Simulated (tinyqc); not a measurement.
# Depletion-mode phase shifter in a rib waveguide and its Mach-Zehnder modulator: effect of the junction offset towards the n side

A lateral p-n junction at x0 in a waveguide whose mode intensity is a Gaussian of rms width s about x = 0; p side at smaller x. Reverse bias removes carriers and raises the index. Abrupt junction, doping uniform over the whole mode, lumped electrode (no travelling-wave effects).

Free-carrier changes (empirical, N and P in cm^-3): |dn| = 8.5e-18 P^0.8 for holes, 8.8e-22 N for electrons; absorption 6e-18 P and 8.5e-18 N in 1/cm. W = sqrt(2 eps0 eps_r (Vb + V)(1/Na + 1/Nd)/q); edges xp = x0 - W Nd/(Na + Nd), xn = x0 + W Na/(Na + Nd); F(x) = [1 + erf(x/(sqrt(2) s))]/2. dneff = G {dn_h [F(xp(0)) - F(xp(V))] + dn_e [F(xn(V)) - F(xn(0))]}; VpiL = lam V/(2 dneff); loss = a0 + 4.343 G {a_h F(xp) + a_e [1 - F(xn)]} dB/cm at V; C = eps0 eps_r hr/W + Cf; fRC = 1/(2 pi Rs C).

Inputs (values chosen for the exercise); values close to those of silicon near 1550 nm:
```
symbol,value,unit,meaning
lam,1550,nm,wavelength
eps_r,11.7,,relative permittivity of the semiconductor
Na,8.9e17,cm^-3,acceptor density
Nd,2.7e17,cm^-3,donor density
Vb,0.92,V,built-in voltage
s,150,nm,rms width of the lateral mode intensity
G,0.9,,vertical confinement times ng/n
hr,310,nm,rib height
Cf,41,pF/m,fringe capacitance
Rs,17.7,ohm mm,series resistance
V,1.5,V,reverse bias
a0,1.7,dB/cm,passive loss
```

Constants: q = 1.602176634e-19 C, eps0 = 8.8541878128e-14 F/cm where lengths are in cm. Results are converted to the units shown.

The same in every row: C (pF/m) = 302.28; fRC (GHz) = 29.746.

Result of one run:

| dneff | VpiL (V cm) | loss (dB/cm) | VpiL x loss (V dB) |
|---|---|---|---|
| 6.0467e-5 | 1.9225 | 15.833 | 30.439 |

Which junction offset towards the n side x0 gave this result: -105, 30, 75, 120 or 165 nm?

x0 = 75 nm.

The whole series:

| x0 (nm) | dneff | VpiL (V cm) | loss (dB/cm) | VpiL x loss (V dB) |
|---|---|---|---|---|
| -150 | 4.4426e-5 | 2.6167 | 9.9238 | 25.967 |
| -105 | 5.5600e-5 | 2.0908 | 10.334 | 21.606 |
| -60 | 6.4189e-5 | 1.8111 | 11.163 | 20.217 |
| -15 | 6.8319e-5 | 1.7016 | 12.427 | 21.145 |
| 30 | 6.6989e-5 | 1.7354 | 14.040 | 24.365 |
| 75 | 6.0467e-5 | 1.9225 | 15.833 | 30.439 |
| 120 | 5.0206e-5 | 2.3155 | 17.599 | 40.750 |
| 165 | 3.8315e-5 | 3.0340 | 19.158 | 58.126 |

As x0 goes from -150 to 165 nm, VpiL goes from 2.62 through a minimum of 1.70 (at x0 = -15 nm among the rows listed) to 3.03 V cm, the loss rises from 9.92 to 19.2 dB/cm, their product goes from 26.0 through a minimum of 20.2 (at x0 = -60 nm among the rows listed) to 58.1 V dB and fRC stays at 29.7 GHz. In the row of smallest VpiL the p-side edge moves from -32.6 to -43.6 nm and the n-side edge from 43.1 to 79.3 nm, against s = 150 nm.

Numbers from tinyqc (`OMP_NUM_THREADS=1 python tinyqc.py 2650127 2650128 out.jsonl`; about 0.01 s on one thread of a shared Intel Xeon 2.30GHz).
